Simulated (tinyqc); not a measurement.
## Pinning factor and decay constant from two barriers

Inverse problem. phiB = S (phiM - chi) + (1 - S)(Eg - E0) with S = 1/(1 + (1/S0 - 1) exp(-be ti)). Find S0, S at the given thickness and be.

Parameters, values chosen for the exercise; semiconductor values close to those of gallium nitride; interlayer mass of the order of that in silicon dioxide, offset chosen freely:
```
symbol,value,unit,meaning
Eg,3.5,eV,band gap
chi,4.11,eV,electron affinity
E0,2.4,eV,charge-neutrality level above the valence band
phiM,4.3,eV,metal work function
```

phiB at ti = 0, 0.5 nm (eV): [0.5722, 0.35973451]

Solution. Each barrier gives its S by linear interpolation between the pinned and the unpinned value; the ratio of the two values of 1/S - 1 is exp(be ti).

S0 = 0.580
S = 0.813
be = 2.30 1/nm

Program tinyqc, `OMP_NUM_THREADS=1 python tinyqc.py 2270171 2270172 out.jsonl`; Intel Xeon 2.30GHz, shared host, one thread, about 0.04 s.
